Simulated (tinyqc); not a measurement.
Worked calculation: MP2 on RHF in the 6-311g basis, for H2, spin multiplicity 1. Computed by tinyqc, a small Python program that keeps every step (integrals from PySCF). Settings: charge = 0, multiplicity = 1, basis = 6-311g, method = RHF, energy threshold = 1e-10, iteration cap = 62, orthogonalisation = canonical, start = atomic densities, DIIS depth = 6. Command: `OMP_NUM_THREADS=1 python tinyqc.py 31772 31773 out.jsonl` (the two numbers bound the seeds that draw the settings). One thread of a shared host (Intel(R) Xeon(R) Processor @ 2.60GHz), about 0.07 s of CPU time with the checks. The early iterations of the SCF are left out here.

## One-electron integrals

Geometry (angstrom):

| atom | x | y | z |
|---|---|---|---|
| H | 0.000000 | 0.000000 | 0.000000 |
| H | 0.000000 | 0.000000 | 0.868000 |

Basis 6-311g: exponents (1/bohr^2) and contraction coefficients of normalised primitives:

| element | l (shell) | exponent | coefficient |
|---|---|---|---|
| H | s (1) | 33.865000 | 0.025494 |
| H | s (1) | 5.094790 | 0.190373 |
| H | s (1) | 1.158790 | 0.852161 |
| H | s (2) | 0.325840 | 1.000000 |
| H | s (3) | 0.102741 | 1.000000 |

Overlap, kinetic and nuclear-attraction integrals over the contracted functions; the nuclear repulsion is the sum of Za Zb / Rab.

nuclear repulsion = 0.60965116 hartree

overlap S, lower triangle:
```
          1H 1s     1H 2s     1H 3s     2H 1s     2H 2s     2H 3s
1H 1s  1.000000
1H 2s  0.706377  1.000000
1H 3s  0.373664  0.788963  1.000000
2H 1s  0.170790  0.352048  0.289491  1.000000
2H 2s  0.352048  0.645106  0.639418  0.706377  1.000000
2H 3s  0.289491  0.639418  0.870913  0.373664  0.788963  1.000000
```

kinetic energy T (hartree), lower triangle:
```
           1H 1s     1H 2s     1H 3s     2H 1s     2H 2s     2H 3s
1H 1s   2.304348
1H 2s   0.549119  0.488760
1H 3s   0.106346  0.184881  0.154112
2H 1s  -0.047438  0.146043  0.068361  2.304348
2H 2s   0.146043  0.223162  0.128844  0.549119  0.488760
2H 3s   0.068361  0.128844  0.121851  0.106346  0.184881  0.154112
```

nuclear attraction V (hartree), lower triangle:
```
           1H 1s      1H 2s      1H 3s      2H 1s      2H 2s      2H 3s
1H 1s  -2.720565
1H 2s  -1.489528  -1.483292
1H 3s  -0.740870  -1.001825  -0.942509
2H 1s  -0.401514  -0.759130  -0.584083  -2.720565
2H 2s  -0.759130  -1.023950  -0.847555  -1.489528  -1.483292
2H 3s  -0.584083  -0.847555  -0.851537  -0.740870  -1.001825  -0.942509
```

core Hamiltonian H = T + V (hartree), lower triangle:
```
           1H 1s      1H 2s      1H 3s      2H 1s      2H 2s      2H 3s
1H 1s  -0.416216
1H 2s  -0.940409  -0.994532
1H 3s  -0.634524  -0.816943  -0.788397
2H 1s  -0.448952  -0.613088  -0.515722  -0.416216
2H 2s  -0.613088  -0.800787  -0.718711  -0.940409  -0.994532
2H 3s  -0.515722  -0.718711  -0.729686  -0.634524  -0.816943  -0.788397
```

## Two-electron integrals

Functions are numbered as in S; the eight-fold symmetry (ij|kl) = (ji|kl) = (kl|ij) leaves the list below.

Two-electron integrals (ij|kl) in chemists' order, unique and non-zero (hartree):
```
(11|11) 1.393035   (21|11) 0.822971   (21|21) 0.509703   (22|11) 0.822904
(22|21) 0.543028   (22|22) 0.644106   (31|11) 0.411256   (31|21) 0.257757
(31|22) 0.279868   (31|31) 0.130794   (32|11) 0.543681   (32|21) 0.365771
(32|22) 0.452669   (32|31) 0.189803   (32|32) 0.325140   (33|11) 0.494021
(33|21) 0.340115   (33|22) 0.445993   (33|31) 0.178035   (33|32) 0.331779
(33|33) 0.361682   (41|11) 0.171648   (41|21) 0.110200   (41|22) 0.123677
(41|31) 0.056276   (41|32) 0.084724   (41|33) 0.080396   (41|41) 0.035831
(42|11) 0.252380   (42|21) 0.171264   (42|22) 0.213049   (42|31) 0.089038
(42|32) 0.152395   (42|33) 0.153426   (42|41) 0.061598   (42|42) 0.125208
(43|11) 0.182843   (43|21) 0.125649   (43|22) 0.161230   (43|31) 0.065640
(43|32) 0.117265   (43|33) 0.121188   (43|41) 0.045598   (43|42) 0.097912
(43|43) 0.078399   (44|11) 0.605067   (44|21) 0.421677   (44|22) 0.553992
(44|31) 0.221307   (44|32) 0.405553   (44|33) 0.420745   (44|41) 0.171648
(44|42) 0.392857   (44|43) 0.316904   (44|44) 1.393035   (51|11) 0.392857
(51|21) 0.245581   (51|22) 0.265464   (51|31) 0.124518   (51|32) 0.179729
(51|33) 0.168208   (51|41) 0.061598   (51|42) 0.098978   (51|43) 0.072815
(51|44) 0.252380   (51|51) 0.125208   (52|11) 0.473634   (52|21) 0.316909
(52|22) 0.387056   (52|31) 0.164114   (52|32) 0.275940   (52|33) 0.277945
(52|41) 0.088879   (52|42) 0.167934   (52|43) 0.130403   (52|44) 0.473634
(52|51) 0.167934   (52|52) 0.268052   (53|11) 0.368334   (53|21) 0.251659
(53|22) 0.323102   (53|31) 0.131334   (53|32) 0.236947   (53|33) 0.250724
(53|41) 0.072648   (53|42) 0.147422   (53|43) 0.118208   (53|44) 0.432288
(53|51) 0.134758   (53|52) 0.233003   (53|53) 0.213563   (54|11) 0.421677
(54|21) 0.292124   (54|22) 0.381269   (54|31) 0.153048   (54|32) 0.279443
(54|33) 0.291850   (54|41) 0.110200   (54|42) 0.245581   (54|43) 0.198836
(54|44) 0.822971   (54|51) 0.171264   (54|52) 0.316909   (54|53) 0.291341
(54|54) 0.509703   (55|11) 0.553992   (55|21) 0.381269   (55|22) 0.496589
(55|31) 0.199468   (55|32) 0.366423   (55|33) 0.390657   (55|41) 0.123677
(55|42) 0.265464   (55|43) 0.216272   (55|44) 0.822904   (55|51) 0.213049
(55|52) 0.387056   (55|53) 0.362037   (55|54) 0.543028   (55|55) 0.644106
(61|11) 0.316904   (61|21) 0.198836   (61|22) 0.216272   (61|31) 0.100928
(61|32) 0.146769   (61|33) 0.137786   (61|41) 0.045598   (61|42) 0.072815
(61|43) 0.053704   (61|44) 0.182843   (61|51) 0.097912   (61|52) 0.130403
(61|53) 0.104639   (61|54) 0.125649   (61|55) 0.161230   (61|61) 0.078399
(62|11) 0.432288   (62|21) 0.291341   (62|22) 0.362037   (62|31) 0.151277
(62|32) 0.260629   (62|33) 0.266979   (62|41) 0.072648   (62|42) 0.134758
(62|43) 0.104639   (62|44) 0.368334   (62|51) 0.147422   (62|52) 0.233003
(62|53) 0.202944   (62|54) 0.251659   (62|55) 0.323102   (62|61) 0.118208
(62|62) 0.213563   (63|11) 0.412444   (63|21) 0.284543   (63|22) 0.375234
(63|31) 0.149068   (63|32) 0.280199   (63|33) 0.307885   (63|41) 0.072984
(63|42) 0.145430   (63|43) 0.116743   (63|44) 0.412444   (63|51) 0.145430
(63|52) 0.250573   (63|53) 0.232220   (63|54) 0.284543   (63|55) 0.375234
(63|61) 0.116743   (63|62) 0.232220   (63|63) 0.274332   (64|11) 0.221307
(64|21) 0.153048   (64|22) 0.199468   (64|31) 0.080148   (64|32) 0.146301
(64|33) 0.153224   (64|41) 0.056276   (64|42) 0.124518   (64|43) 0.100928
(64|44) 0.411256   (64|51) 0.089038   (64|52) 0.164114   (64|53) 0.151277
(64|54) 0.257757   (64|55) 0.279868   (64|61) 0.065640   (64|62) 0.131334
(64|63) 0.149068   (64|64) 0.130794   (65|11) 0.405553   (65|21) 0.279443
(65|22) 0.366423   (65|31) 0.146301   (65|32) 0.272129   (65|33) 0.294701
(65|41) 0.084724   (65|42) 0.179729   (65|43) 0.146769   (65|44) 0.543681
(65|51) 0.152395   (65|52) 0.275940   (65|53) 0.260629   (65|54) 0.365771
(65|55) 0.452669   (65|61) 0.117265   (65|62) 0.236947   (65|63) 0.280199
(65|64) 0.189803   (65|65) 0.325140   (66|11) 0.420745   (66|21) 0.291850
(66|22) 0.390657   (66|31) 0.153224   (66|32) 0.294701   (66|33) 0.330947
(66|41) 0.080396   (66|42) 0.168208   (66|43) 0.137786   (66|44) 0.494021
(66|51) 0.153426   (66|52) 0.277945   (66|53) 0.266979   (66|54) 0.340115
(66|55) 0.445993   (66|61) 0.121188   (66|62) 0.250724   (66|63) 0.307885
(66|64) 0.178035   (66|65) 0.331779   (66|66) 0.361682
```

## Orthogonalisation

S = U s U^T; canonical form X = U s^(-1/2), so that X^T S X = 1. Each column of U has its largest component positive (the first on a tie).

eigenvalues of S: 0.039972  0.134293  0.231606  0.793469  1.041614  3.759047

X:
```
               1          2          3          4          5         6
1H 1s   0.609517  -0.953486  -0.697722   0.601580   0.597932  0.155380
1H 2s  -2.030214   1.455875   0.974990   0.103501   0.332390  0.234583
1H 3s   2.831186  -0.833364   0.849365  -0.507478   0.109627  0.232036
2H 1s  -0.609517  -0.953486   0.697722   0.601580  -0.597932  0.155380
2H 2s   2.030214   1.455875  -0.974990   0.103501  -0.332390  0.234583
2H 3s  -2.831186  -0.833364  -0.849365  -0.507478  -0.109627  0.232036
```

## Iteration 6 (converged): orbitals

converged F (hartree), lower triangle:
```
           1H 1s      1H 2s      1H 3s      2H 1s      2H 2s      2H 3s
1H 1s   0.639827
1H 2s  -0.396219  -0.327893
1H 3s  -0.442628  -0.372896  -0.260057
2H 1s  -0.440636  -0.457908  -0.407636   0.639827
2H 2s  -0.457908  -0.458213  -0.393580  -0.396219  -0.327893
2H 3s  -0.407636  -0.393580  -0.281498  -0.442628  -0.372896  -0.260057
```

Diagonalise F' = X^T F X, C = X C', fill 1 alpha and 1 beta electrons from the bottom; D = 2 C_occ C_occ^T. Each column has its largest component positive (the first on a tie).

F' = X^T F X (hartree), lower triangle:
```
           1          2          3          4         5          6
1   1.198380
2   0.000000   2.037502
3  -0.938824   0.000000   1.314273
4   0.000000  -0.956529   0.000000   0.835006
5   0.406770   0.000000  -0.783832   0.000000  0.844776
6   0.000000  -0.012616   0.000000  -0.099543  0.000000  -0.549247
```

orbital energies (hartree): MO1 -0.559721, MO2 0.147809, MO3 0.316486, MO4 0.598111, MO5 2.566496, MO6 2.611509

coefficients C:
```
            MO1        MO2        MO3        MO4        MO5        MO6
1H 1s  0.174756   0.092176  -0.046404  -0.095078  -1.123603  -1.094675
1H 2s  0.303813   0.023004  -0.767217  -1.510204   1.226535   1.703411
1H 3s  0.145739   1.865986   0.868046   2.007546  -0.480756  -1.112163
2H 1s  0.174756  -0.092176  -0.046404   0.095078  -1.123603   1.094675
2H 2s  0.303813  -0.023004  -0.767217   1.510204   1.226535  -1.703411
2H 3s  0.145739  -1.865986   0.868046  -2.007546  -0.480756   1.112163
```

D after iteration 6, lower triangle:
```
          1H 1s     1H 2s     1H 3s     2H 1s     2H 2s     2H 3s
1H 1s  0.061079
1H 2s  0.106186  0.184605
1H 3s  0.050937  0.088555  0.042480
2H 1s  0.061079  0.106186  0.050937  0.061079
2H 2s  0.106186  0.184605  0.088555  0.106186  0.184605
2H 3s  0.050937  0.088555  0.042480  0.050937  0.088555  0.042480
```

## Convergence

Stop when the energy changes by less than 1e-10 hartree and every element of the error matrix X^T (F D S - S D F) X is below 3e-06.

Course of the cycle:

| iteration | E (hartree) | change | largest element of the error matrix |
|---|---|---|---|
| 1 | -0.78717300 | - | 1.75e-01 |
| 2 | -1.11716840 | -3.30e-01 | 3.18e-02 |
| 3 | -1.11786839 | -7.00e-04 | 6.17e-03 |
| 4 | -1.11790583 | -3.74e-05 | 3.82e-04 |
| 5 | -1.11790588 | -5.55e-08 | 4.10e-06 |
| 6 | -1.11790588 | -1.09e-11 | 5.44e-09 |

PySCF RHF in the same basis = -1.11790588 hartree

Converged in 6 iterations.

## Integrals over molecular orbitals

(pq|rs) = sum C_ip C_jq C_kr C_ls (ij|kl), one index at a time.

one-electron integrals over orbitals h = C^T H C (hartree), lower triangle:
```
           1          2          3          4         5         6
1  -1.167836
2   0.000000  -0.509880
3   0.127272   0.000000  -0.350061
4   0.000000   0.208336   0.000000  -0.262406
5   0.078712   0.000000  -0.156233   0.000000  1.412485
6   0.000000   0.025848   0.000000  -0.215206  0.000000  1.416112
```

Two-electron integrals over orbitals (pq|rs), unique and non-zero (hartree):
```
(11|11) 0.608114    (21|21) 0.058125    (22|11) 0.357907    (22|22) 0.305747
(31|11) -0.127272   (31|22) -0.031145   (31|31) 0.054627    (32|21) 0.019625
(32|32) 0.034752    (33|11) 0.360587    (33|22) 0.276881    (33|31) -0.037637
(33|33) 0.281731    (41|21) -0.069402   (41|32) -0.000721   (41|41) 0.102451
(42|11) -0.138869   (42|22) -0.051510   (42|31) 0.043713    (42|33) -0.048639
(42|42) 0.059401    (43|21) 0.039244    (43|32) 0.016994    (43|41) -0.046281
(43|43) 0.033258    (44|11) 0.481484    (44|22) 0.331144    (44|31) -0.082118
(44|33) 0.311162    (44|42) -0.103537   (44|44) 0.418829    (51|11) -0.078712
(51|22) -0.013792   (51|31) 0.045104    (51|33) -0.021495   (51|42) 0.028629
(51|44) -0.056719   (51|51) 0.078928    (52|21) -0.004590   (52|32) 0.004353
(52|41) 0.012993    (52|43) -0.010115   (52|52) 0.014117    (53|11) 0.100668
(53|22) 0.034185    (53|31) -0.037811   (53|33) 0.034543    (53|42) -0.036039
(53|44) 0.070754    (53|51) -0.041755   (53|53) 0.034745    (54|21) 0.015214
(54|32) -0.018587   (54|41) -0.039647   (54|43) 0.015287    (54|52) -0.022403
(54|54) 0.048628    (55|11) 0.616470    (55|22) 0.354412    (55|31) -0.136108
(55|33) 0.360726    (55|42) -0.143942   (55|44) 0.490554    (55|51) -0.122054
(55|53) 0.120981    (55|55) 0.681544    (61|21) -0.028930   (61|32) 0.016961
(61|41) 0.060960    (61|43) -0.029800   (61|52) 0.030395    (61|54) -0.061082
(61|61) 0.085482    (62|11) -0.027389   (62|22) 0.009231    (62|31) 0.022665
(62|33) -0.002922   (62|42) 0.007054    (62|44) -0.014163   (62|51) 0.036462
(62|53) -0.016593   (62|55) -0.049135   (62|62) 0.024448    (63|21) 0.031667
(63|32) -0.003671   (63|41) -0.050375   (63|43) 0.022457    (63|52) -0.012219
(63|54) 0.031864    (63|61) -0.045658   (63|63) 0.032405    (64|11) 0.138083
(64|22) 0.031147    (64|31) -0.060203   (64|33) 0.044881    (64|42) -0.048253
(64|44) 0.092141    (64|51) -0.073823   (64|53) 0.050434    (64|55) 0.176627
(64|62) -0.037746   (64|64) 0.088280    (65|21) 0.096156    (65|32) 0.002282
(65|41) -0.143111   (65|43) 0.073221    (65|52) -0.039482   (65|54) 0.089417
(65|61) -0.129870   (65|63) 0.089483    (65|65) 0.269967    (66|11) 0.640440
(66|22) 0.369550    (66|31) -0.149295   (66|33) 0.366832    (66|42) -0.155408
(66|44) 0.516331    (66|51) -0.151368   (66|53) 0.136305    (66|55) 0.718665
(66|62) -0.056907   (66|64) 0.198166    (66|66) 0.775107
```

## Second-order Moller-Plesset energy

Hartree-Fock energy = -1.11790588 hartree

E2 = sum_ijab (ia|jb) [2 (ia|jb) - (ib|ja)] / (e_i + e_j - e_a - e_b) over occupied i, j and virtual a, b; the opposite-spin part is (ia|jb)^2 / denominator, the rest is same-spin, and SCS-MP2 scales them by 6/5 and 1/3.

Terms:

| i | j | a | b | (ia\|jb) | (ib\|ja) | denominator | term |
|---|---|---|---|---|---|---|---|
| 1 | 1 | 4 | 4 | 0.102451 | 0.102451 | -2.315664 | -0.004533 |
| 1 | 1 | 4 | 2 | -0.069402 | -0.069402 | -1.865362 | -0.002582 |
| 1 | 1 | 2 | 4 | -0.069402 | -0.069402 | -1.865362 | -0.002582 |
| 1 | 1 | 2 | 2 | 0.058125 | 0.058125 | -1.415060 | -0.002388 |
| 1 | 1 | 3 | 3 | 0.054627 | 0.054627 | -1.752415 | -0.001703 |
| 1 | 1 | 6 | 6 | 0.085482 | 0.085482 | -6.342461 | -0.001152 |
| 1 | 1 | 5 | 5 | 0.078928 | 0.078928 | -6.252434 | -0.000996 |
| 1 | 1 | 6 | 4 | 0.060960 | 0.060960 | -4.329063 | -0.000858 |
| 1 | 1 | 4 | 6 | 0.060960 | 0.060960 | -4.329063 | -0.000858 |
| 1 | 1 | 5 | 3 | 0.045104 | 0.045104 | -4.002425 | -0.000508 |
| 1 | 1 | 3 | 5 | 0.045104 | 0.045104 | -4.002425 | -0.000508 |
| 1 | 1 | 2 | 6 | -0.028930 | -0.028930 | -3.878761 | -0.000216 |
| 1 | 1 | 6 | 2 | -0.028930 | -0.028930 | -3.878761 | -0.000216 |

Pair energies (hartree; pair i-j sums ij and ji):

| pair | opposite spin | same spin |
|---|---|---|
| 1-1 | -0.019101 | 0 |

MP2 correlation energy = -0.01910078 hartree

SCS-MP2 correlation energy = -0.02292094 hartree

MP2 total energy = -1.13700667 hartree
